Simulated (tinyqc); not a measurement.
How errors in the targets pass to the parameters: fitting sp3s* parameters to three gaps by Newton steps.

J:
```
            Vss    Vsapc     Vpaxc
Gamma  -0.92793  0.00000   0.00000
X       0.00000  0.47109   0.00000
L      -0.24079  0.34688  -0.08775
```

The gaps at Gamma, X and L of an sp3s* model are fitted with Vss, Vsapc and Vpaxc; J holds the derivatives of the gaps by these parameters at the start. The change of each parameter for +10 meV on one target is 10 J^-1, in meV.

Shifts (meV):
```
target raised    Vss  Vsapc   Vpaxc
Gamma          -10.8    0.0    29.6
X                0.0   21.2    83.9
L                0.0    0.0  -114.0
```

root sum of squares (meV): Vss 10.8, Vsapc 21.2, Vpaxc 144.6

What can be read from this table?

Independent errors of 10 meV leave Vpaxc least certain (145 meV) and Vss best fixed (10.8 meV). The largest single entry, 114 meV, comes from the target at L.

(tinyqc, `OMP_NUM_THREADS=1 python tinyqc.py 1451224 1451225 out.jsonl`, Intel(R) Xeon(R) Processor @ 2.30GHz, 1 thread, shared host, about 0.2 s.)
